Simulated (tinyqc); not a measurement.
Ellipsometry and reflectance of a transparent film on an absorbing substrate: one step of the calculation.

Air (index 1), film, substrate with N2 = n2 - i k2; time factor exp(+i w t). q_j = sqrt(N_j^2 - sin^2 th), root with positive real part. Fresnel coefficients r_s = (q_a - q_b)/(q_a + q_b), r_p = (N_b^2 q_a - N_a^2 q_b)/(N_b^2 q_a + N_a^2 q_b). tan(Psi) exp(i Delta) = R_p/R_s, Delta taken from 0 to 360 degrees.

Question. Psi, Delta and reflectances. beta = 2 pi d q1/lam, X = exp(-2 i beta), R = (r01 + r12 X)/(1 + r01 r12 X) for p and s.

Values chosen for this exercise: wavelength lam = 405 nm; film thickness d = 8.6 nm.

q1 = 1.3401833
r01,p = -0.30971450
r01,s = -0.67627434
r12,p = 0.46113934-0.02310025i
r12,s = -0.59937711+0.02006982i

Find: beta; X; R_p; R_s; Psi; Delta; |R_p|^2; |R_s|^2.

Answer.

beta = 0.17881 rad
X = 0.93673-0.35004i
R_p = 0.11717-0.21837i
R_s = -0.90238+0.06480i
Psi = 15.319 degrees
Delta = 122.32 degrees
|R_p|^2 = 0.061412
|R_s|^2 = 0.81849

The bare substrate gives Psi = 11.14 and Delta = 171.20 degrees.

tinyqc, about 0.01 s, one thread, Intel Xeon 2.30GHz (shared host): `OMP_NUM_THREADS=1 python tinyqc.py 2870127 2870128 out.jsonl`
